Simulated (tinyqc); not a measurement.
FCI on RHF in the sto-3g basis, for Li+, spin multiplicity 1, step by step. One step of it, computed by the program tinyqc.

Problem. FCI: determinants and Hamiltonian. Slater-Condon rules over spin orbitals, with the nuclear repulsion added and E(HF) subtracted on the diagonal. Only determinants linked to the reference directly or through others are kept (one block of an abelian symmetry group), so some states are absent.

one-electron integrals over orbitals h = C^T H C (hartree):
$$\begin{pmatrix}
-4.398682 & 0.179091 & 0.000000 & 0.000000 & 0.000000 \\
0.179091 & -0.948242 & 0.000000 & 0.000000 & 0.000000 \\
0.000000 & 0.000000 & -0.877579 & 0.000000 & 0.000000 \\
0.000000 & 0.000000 & 0.000000 & -0.877579 & 0.000000 \\
0.000000 & 0.000000 & 0.000000 & 0.000000 & -0.877579
\end{pmatrix}$$

Two-electron integrals over orbitals (pq|rs), unique and non-zero (hartree):
```
(11|11) 1.661917    (21|11) -0.179091   (21|21) 0.029694    (22|11) 0.398950
(22|21) -0.009460   (22|22) 0.282245    (31|31) 0.009708    (32|31) 0.013460
(32|32) 0.060914    (33|11) 0.396386    (33|21) -0.006021   (33|22) 0.285613
(33|33) 0.312946    (41|41) 0.009708    (42|41) 0.013460    (42|42) 0.060914
(43|43) 0.016869    (44|11) 0.396386    (44|21) -0.006021   (44|22) 0.285613
(44|33) 0.279207    (44|44) 0.312946    (51|51) 0.009708    (52|51) 0.013460
(52|52) 0.060914    (53|53) 0.016869    (54|54) 0.016869    (55|11) 0.396386
(55|21) -0.006021   (55|22) 0.285613    (55|33) 0.279207    (55|44) 0.279207
(55|55) 0.312946
```

nuclear repulsion = 0 hartree

Hartree-Fock energy = -7.13544763 hartree

Give: determinants; H - E(HF) between determinants.

Solution.

Occupation strings over the orbitals (2 doubly, a alpha, b beta, 0 empty; spin orbitals ordered 1a 1b 2a 2b ...): 20000 ab000 ba000 02000 00200 00020 00002

H - E(HF) between determinants (hartree), order 20000, ab000, ba000, 02000, 00200, 00020, 00002:
$$\begin{pmatrix}
0.0000 & 0.0000 & 0.0000 & 0.0297 & 0.0097 & 0.0097 & 0.0097 \\
0.0000 & 2.1875 & -0.0297 & 0.1696 & 0.0135 & 0.0135 & 0.0135 \\
0.0000 & -0.0297 & 2.1875 & -0.1696 & -0.0135 & -0.0135 & -0.0135 \\
0.0297 & 0.1696 & -0.1696 & 5.5212 & 0.0609 & 0.0609 & 0.0609 \\
0.0097 & 0.0135 & -0.0135 & 0.0609 & 5.6932 & 0.0169 & 0.0169 \\
0.0097 & 0.0135 & -0.0135 & 0.0609 & 0.0169 & 5.6932 & 0.0169 \\
0.0097 & 0.0135 & -0.0135 & 0.0609 & 0.0169 & 0.0169 & 5.6932
\end{pmatrix}$$
